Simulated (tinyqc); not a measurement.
# Narrowing from the saturation current

Inverse problem. A uniform n-type emitter has J0 = (q p0 D/L)(s + tanh(W/L))/(1 + s tanh(W/L)), D = mup Vt, s = S L/D, and p0 = (ni^2/N) exp(dE_app/kB T), where dE_app = dEg + kB T ln[(N/Nc) exp(-eta)]. Find p0, dE_app and dEg.

Inputs (values chosen for the exercise); band and dielectric values close to those of silicon:
- T = 300 K (temperature)
- Nc = 2.8e19 cm^-3 (conduction-band density of states at 300 K)
- N = 1.6e20 cm^-3 (ionised donor density)
- mup = 220 cm^2/(V s) (minority-hole mobility)
- W = 380 nm (emitter width)
- S = 2.9e6 cm/s (recombination velocity at the contact)

Constants: q = 1.602176634e-19 C, kB = 1.380649e-23 J/K, Vt = kB T/q. Results are converted to the units shown.

J0 = 201.90238 fA/cm^2
L = 317.76158 nm
ni = 7.1694714e9 cm^-3
converged eta = 3.6251894

Solution. J0 gives p0, its ratio to ni^2/N gives dE_app, and the degeneracy term is taken off.

p0 = 5.99 cm^-3
dE_app = 75.6 meV
dEg = 124 meV

Numbers from tinyqc (`OMP_NUM_THREADS=1 python tinyqc.py 2330010 2330011 out.jsonl`; about 0.01 s on one thread of a shared Intel Xeon 2.30GHz).
